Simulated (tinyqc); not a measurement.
# Changing the length N of the open chain

Model: classical Heisenberg spin chain: exact results, Metropolis, heat-bath and over-relaxation steps, and a Monte Carlo run. Computed by tinyqc, a small Python program. Command: `OMP_NUM_THREADS=1 python tinyqc.py 3130152 3130153 out.jsonl heismc sweep`. One thread of a shared host (Intel(R) Xeon(R) Processor @ 2.30GHz), about 0.01 s of CPU time with the checks.

E = -J sum_i s_i . s_(i+1) for unit vectors s_i on an open chain; K = J/(k_B T).

Inputs (values chosen for the exercise, for a model chain of large moments): coupling J = -4.1 meV; temperature T = 37.5 K; moment mu = 2.7 mu_B.

Constants: k_B = 8.617333262e-05 eV/K; mu_B = 5.7883818060e-05 eV/T.

Method. Each bond angle is independent, so u = <s_i . s_(i+1)> = coth K - 1/K, <s_i . s_(i+n)> = u^n, correlation length xi = -1/ln|u|, energy per bond -J u, heat capacity per bond c/k_B = 1 - K^2/sinh^2 K, and for the long chain chi = mu^2 (1 + u)/(3 k_B T (1 - u)) per spin. For N spins, <|sum s|^2>/N = (1 + u)/(1 - u) - 2 u (1 - u^N)/(N (1 - u)^2); the long chain has (1 + u)/(1 - u), chi over the Curie value, and the difference is relative to it.

One run for each value:
```
length N of the open chain  <|sum s|^2>/N  difference from the long chain (%)
2                                 0.61647                              38.353
3                                 0.58669                              31.669
5                                 0.52639                              18.136
8                                 0.49565                              11.237
12                                0.47897                               7.494
20                                0.46562                               4.497
40                                0.45560                               2.248
80                                0.45059                               1.124
200                               0.44758                               0.450
```

Over the rows, <|sum s|^2>/N falls from 0.616 to 0.448 (exponent d ln y / d ln x -0.12 between the first rows and -0.0073 between the last); difference from the long chain (%) falls from 38.4 to 0.450 (exponent d ln y / d ln x -0.47 between the first rows and -1.0 between the last).
